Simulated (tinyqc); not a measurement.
Interstitial-substitutional diffusion of a fast metal impurity in a wafer (kick-out and dissociative mechanisms): one step, computed by the program tinyqc. Command: `OMP_NUM_THREADS=1 python tinyqc.py 3017838 3017839 out.jsonl kickout walk`. One thread of a shared host (Intel(R) Xeon(R) Processor @ 2.30GHz), about 0.3 s of CPU time with the checks.

The metal moves as an interstitial A_i and dissolves on lattice sites either by kicking out a self-interstitial (A_i = A_s + I) or by filling a vacancy (A_i + V = A_s). With A_i at its solubility, local equilibrium and c = C_s/C_s*, self-interstitials and vacancies obey C_I/C_I* = 1/c and C_V/C_V* = c.

Task: Diffusivity against concentration. In defect-free silicon dc/dt = d/dx [(D_K/c^2 + D_F) dc/dx], c = 1 at both faces. D_K = D_I C_I*/C_s* and D_F = D_V C_V*/C_s*. The two terms are equal at c* = sqrt(D_K/D_F). Take c = 1, 0.5, 0.2, 0.1, 0.03 and 0.01.

Inputs (values chosen for the exercise, loosely like those of a heavy transition metal in silicon): temperature T = 800 C.

D_K = 6.413724e-13 cm^2/s

D_F = 2.002766e-12 cm^2/s

Give: c*; Effective diffusivity (cm^2/s).

Result:

c* = 0.5659

Effective diffusivity (cm^2/s):
```
c     kick-out term      total
1.00      6.414e-13  2.644e-12
0.50      2.565e-12  4.568e-12
0.20      1.603e-11  1.804e-11
0.10      6.414e-11  6.614e-11
0.03      7.126e-10  7.146e-10
0.01      6.414e-09  6.416e-09
```
